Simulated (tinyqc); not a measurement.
Comparisons within one model: strained quantum well: band edges, subbands and transparency. A value that a table varies takes the place of the one given here.

Growth on (001), barriers unstrained: tr(e) = e (2 - nu2), Z = b e (1 + nu2); Ec = Ev + Eg + ac tr(e), E_HH = Ev + av tr(e) + Z, E_LH = Ev + av tr(e) - Z (coupling to the split-off band left out).

Masses along z: me, 1/(g1 - 2 g2) for HH, 1/(g1 + 2 g2) for LH, likewise in the barrier; in the plane me, 1/(g1 + g2) for HH and 1/(g1 - g2) for LH (no mixing, which understates the hole masses away from k = 0). Level n solves k L + 2 atan[(k/m)/(kappa/mb)] = n pi, k = sqrt(m E/c), kappa = sqrt(mb (V - E)/c), c = hbar^2/2m0.

Transparency (Bernard-Duraffourg): Fc - Fv equals the lowest transition energy with n = p, n = sum m/(2 pi c) kB T ln(1 + exp((Fc - E)/kB T)) and p likewise over the listed subbands; c = hbar^2/2m0, 1/angstrom^2 = 1e16/cm^2.

Constants: hbar^2/2m0 = 3.80998211 eV angstrom^2; kB = 8.617333262e-05 eV/K; hc = 1239.841984 eV nm.

Inputs chosen for the exercise (near those of an InGaAs/AlGaAs well; shifted at random, so the results belong to these values and not to a real crystal): nu2 = 0.961 (2 C12/C11); Eg = 1.022 eV (unstrained gap of the well); Ev = -0.741 eV (its valence edge); ac = -6.58 eV; av = 1.12 eV (Ev moves by av tr(e)); b = -1.94 eV (shear potential); Egb = 1.674 eV (gap of the barrier); Evb = -0.905 eV (its valence edge); L = 90 angstrom (well width); me = 0.0537 m0 (electron mass); g1 = 10.63 (gamma1); g2 = 3.86 (gamma2); meb = 0.084 m0; g1b = 6.3; g2b = 1.8; T = 300 K (temperature); es = (-0.02, -0.014, -0.008, -0.003, 0, 0.003, 0.007, 0.012) (strains); e = -0.0197 (strain in the plane); Ls = (25, 35, 50, 65, 85, 110, 150) angstrom (widths).

## Strain as a design knob

Only the strain is changed; the unstrained gap and the masses are kept.

Results:
```
e (%)  wavelength (nm)  top hole  hh1 - lh1 (meV)  n_tr (1e12/cm^2)  share in top
-2.0              1069       hh1              164             0.543          0.69
-1.4              1091       hh1              123             0.548          0.68
-0.8              1115       hh1               81             0.565          0.63
-0.3              1135       hh1               45             0.615          0.52
0.0               1148       hh1               23             0.681          0.41
0.3               1161       hh1                2             0.789          0.28
0.7               1211       lh1              -27             0.713          0.78
1.2               1282       lh1              -64             0.666          0.92
```

What does this show?

n_tr is largest at e = +0.3 % (0.79), where hh1 - lh1 = 2 meV and the top subband holds 28 % of the holes, and smallest, 0.54, at -2.0 and -1.4 %. The top hole level turns from hh to lh, and the light from TE to TM, between +0.3 and +0.7 %. The wavelength runs from 1069 to 1282 nm.

## Width of the well

All levels anew.

Results:
```
L (angstrom)  wavelength (nm)  top hole  hh1 - lh1 (meV)  n_tr (1e12/cm^2)  share in top  n_tr/L (1e18/cm^3)
25                        912       hh1              137             0.459          0.98                1.84
35                        963       hh1              153             0.460          0.98                1.31
50                       1011       hh1              161             0.472          0.92                0.94
65                       1041       hh1              163             0.495          0.84                0.76
85                       1065       hh1              162             0.533          0.72                0.63
110                      1083       hh1              161             0.589          0.60                0.54
150                      1098       hh1              158             0.697          0.47                0.46
```

What does this show?

The wavelength tunes by 186 nm. The sheet density at transparency changes from 0.46 to 0.70, the top hole subband holding 0.98 and 0.47 of the holes at the ends, while the volume density falls by a factor 4.0. Critical thickness and carrier escape are left out.

## What each parameter does

Edge wavelength, hh1 - lh1 and n_tr. Each row changes one parameter from the base and keeps the others.

Results:
```
case             wavelength (nm)  hh1 - lh1 (meV)  n_tr (1e12/cm^2)
base                      1069.6            162.2             0.544
L = 82 angstrom           1062.3            162.6             0.527
e = -0.0217               1062.4            175.6             0.543
Eg = 1.002 eV             1087.8            162.2             0.543
b = -2.23 eV              1080.0            182.5             0.542
ac = -5.92 eV             1081.8            162.2             0.543
me = 0.0591 m0            1071.5            162.2             0.574
g1 = 11.27                1068.3            160.8             0.520
T = 340 K                 1069.6            162.2             0.635
```

What can be read from the table?

The largest shifts from the base row, up to three for each result and ties (the steps differ in size, so this ranks the rows, not the parameters). wavelength (nm): Eg +18.1, ac +12.2, b +10.4; unchanged at the printed digits by T. hh1 - lh1 (meV): b +20.4, e +13.5, g1 -1.3; unchanged at the printed digits by Eg, ac, me and T. n_tr (1e12/cm^2): T +0.091, me +0.031, g1 -0.024.

tinyqc: `OMP_NUM_THREADS=1 python tinyqc.py 1282031 1282032 out.jsonl`; about 0.01 s, one thread, shared Intel(R) Xeon(R) Processor @ 2.30GHz.
